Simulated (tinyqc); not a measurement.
Two-step dopant diffusion (predeposition and drive-in) with a constant diffusivity: one step, computed by the program tinyqc.

Fick diffusion into a half space x > 0 whose background doping C_B is of the opposite type, so that a junction lies where C = C_B.

Task: Thermal budget of the drive-in. (Dt)2 = D2 t2, t2 in seconds.

Inputs (values chosen for the exercise, modelled on gallium in silicon): predeposition temperature T1 = 875 C; drive-in temperature T2 = 1000 C; drive-in time t2 = 60 min.

Furnace ramps of the drive-in: none.

D2 = 1.488760e-14 cm^2/s

Give: drive-in budget (Dt)2.

Result:

drive-in budget (Dt)2 = 5.360e-11 cm^2
